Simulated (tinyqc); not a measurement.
## Band bending at a free surface with a continuum of surface states, surface photovoltage and Kelvin probe: Kelvin-probe contrast of the doping

n-type bulk, xi = Ec - EF = Vt ln(Nc/Nd), p0 = ni^2/Nd, ni = sqrt(Nc Nv) exp(-Eg/(2 Vt)), Eg in volts. b is the upward band bending, u = b/Vt. Space charge per area, in units of q: Qc = sign(b) sqrt((2 eps0 eps_r Vt/q) [(Nd + dn)(exp(-u) - 1) + Nd u + (p0 + dn)(exp(u) - 1)]), with dn the excess density under light (flat quasi-Fermi levels; 0 in the dark). The states hold -Ds (E0 - xi - b): negative while the Fermi level lies above the neutrality level. Neutrality: Qc + Qf + (charge of the states) = 0.

Work function chi + xi + b; contact potential difference CPD = (work function of the sample) - pt. b solves the neutrality condition in the dark.

Parameters, values chosen for the exercise; band and dielectric values close to those of germanium: temperature T = 300 K; band gap Eg = 0.672 eV; relative permittivity eps_r = 16.2; conduction-band density of states at T Nc = 1.06e19 cm^-3; valence-band density of states at T Nv = 5.96e18 cm^-3; electron affinity chi = 3.98 eV; fixed positive charge at the surface Qf = 0 cm^-2; work function of the probe tip pt = 4.96 eV; density of surface states Ds = 1.4e14 cm^-2 eV^-1; depth of their neutrality level below the conduction edge E0 = 0.25 eV.

Constants: q = 1.602176634e-19 C, kB = 1.380649e-23 J/K, Vt = kB T/q, eps0 = 8.8541878128e-14 F/cm where lengths are in cm. Results are converted to the units shown.

Kelvin-probe contrast of the doping:

| Nd (cm^-3) | xi (eV) | b (V) | CPD (mV) |
|---|---|---|---|
| 9.4e15 | 0.1817 | 0.06770 | -730.6 |
| 2e16 | 0.1622 | 0.08677 | -731.1 |
| 4.3e16 | 0.1424 | 0.1058 | -731.8 |
| 9.1e16 | 0.1230 | 0.1241 | -732.9 |
| 1.9e17 | 0.1040 | 0.1416 | -734.5 |
| 4.1e17 | 0.08408 | 0.1589 | -737.1 |
| 8.8e17 | 0.06434 | 0.1747 | -740.9 |

Read the table: what changes, and by how much?

xi falls by 117 mV over the table and the CPD by 10.3 mV; b rises from 0.0677 to 0.175 V. Between the first two rows the CPD follows 2.31 % of the change of xi, and between the last two 19.7 %. It is below 100 % where b rises with the doping (pinning hides it).

tinyqc, about 0.01 s, one thread, Intel Xeon 2.30GHz (shared host): `OMP_NUM_THREADS=1 python tinyqc.py 2430130 2430131 out.jsonl`
